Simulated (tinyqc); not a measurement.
Undoped symmetric double-gate MOSFET, analytic potential model: effect of the body thickness.

An undoped body of thickness ts between two equal insulators and tied gates; long channel, electrons only, n = ni exp((psi - V)/Vt) with V the quasi-Fermi potential (0 at the source, Vd at the drain), constant mobility, no quantisation. Across the body psi(x) = V - 2 Vt ln[(ts/(2 beta)) sqrt(q ni/(2 eps0 eps_r Vt)) cos(2 beta x/ts)], x from the centre. Q is the electron charge per area of the whole body.

ni = sqrt(Nc Nv) exp(-Eg/(2 Vt)), Eg in volts; r = eps_r tox/(eox ts); V0 = dphi + 2 Vt ln[(2/ts) sqrt(2 eps0 eps_r Vt/(q ni))]. beta (between 0 and pi/2) solves (Vg - V0 - V)/(2 Vt) = ln(beta) - ln(cos beta) + 2 r beta tan(beta). Q = 8 eps0 eps_r Vt beta tan(beta)/ts; I = mu (1/L)(4 eps0 eps_r/ts)(2 Vt)^2 [g(beta_s) - g(beta_d)] per width, g = beta tan(beta) - beta^2/2 + r beta^2 tan^2(beta), with beta_s at V = 0 and beta_d at V = Vd.  I(low) is taken at Vg = 0.36 V, Qs and I(high) at Vg = 1.11 V.

Values chosen for this exercise; material values close to those of silicon:
- T = 293 K (temperature)
- Eg = 1.1 eV (band gap)
- eps_r = 11.6 (relative permittivity of the semiconductor)
- Nc = 2.73e19 cm^-3 (conduction-band density of states at T)
- Nv = 2.56e19 cm^-3 (valence-band density of states at T)
- eox = 7.43 (relative permittivity of the gate insulator)
- tox = 4 nm (insulator thickness)
- dphi = 0.15 V (gate work function less that of the intrinsic body)
- mu = 140 cm^2/(V s) (channel mobility)
- L = 0.1 um (gate length)
- Vd = 1 V (drain voltage)

Constants: q = 1.602176634e-19 C, kB = 1.380649e-23 J/K, Vt = kB T/q, eps0 = 8.8541878128e-14 F/cm where lengths are in cm. Results are converted to the units shown.

Result of one run:

| ts (nm) | V0 (V) | I(low) (nA/um) | Qs(high) (nC/cm^2) | I(high) (uA/um) |
|---|---|---|---|---|
| 7.8 | 0.6364 | 0.1656 | 1290 | 429.1 |

What becomes of these results when the body thickness ts is changed from 7.8 to 5.6 nm, all else the same?

Result of the changed run:

| ts (nm) | V0 (V) | I(low) (nA/um) | Qs(high) (nC/cm^2) | I(high) (uA/um) |
|---|---|---|---|---|
| 5.6 | 0.6531 | 0.1189 | 1286 | 423.2 |

The whole series:

| ts (nm) | V0 (V) | I(low) (nA/um) | Qs(high) (nC/cm^2) | I(high) (uA/um) |
|---|---|---|---|---|
| 4 | 0.6701 | 0.08494 | 1281 | 415.9 |
| 5.6 | 0.6531 | 0.1189 | 1286 | 423.2 |
| 7.8 | 0.6364 | 0.1656 | 1290 | 429.1 |
| 11 | 0.6190 | 0.2336 | 1292 | 434.0 |
| 15 | 0.6034 | 0.3185 | 1293 | 437.5 |
| 21 | 0.5864 | 0.4459 | 1294 | 440.4 |
| 30 | 0.5684 | 0.6370 | 1294 | 442.7 |

As ts goes from 4 to 30 nm, I(low) rises from 0.0849 to 0.637 nA/um and I(high) rises from 416 to 443 uA/um. On average I(low) goes as ts^(1.00) and I(high) goes as ts^(0.03). Below threshold the charge is proportional to the cross-section of the body; above it the insulator sets the charge. In every row the surface density at the source at the higher gate voltage passes 0.3 Nc, where Boltzmann statistics fail. In every row mu V/L at the higher gate voltage, with V the smaller of Vd and Vg - V0, passes 3e6 cm/s, so velocity saturation would lower the current. At ts = 30 nm L is under three scale lengths of this cross-section, so short-channel effects, left out here, would raise the subthreshold current. For ts = 4 to 5.6 nm the body is thin enough for quantum confinement, left out here, to raise the threshold.

Numbers from tinyqc (`OMP_NUM_THREADS=1 python tinyqc.py 2440135 2440136 out.jsonl`; about 0.02 s on one thread of a shared Intel Xeon 2.30GHz).
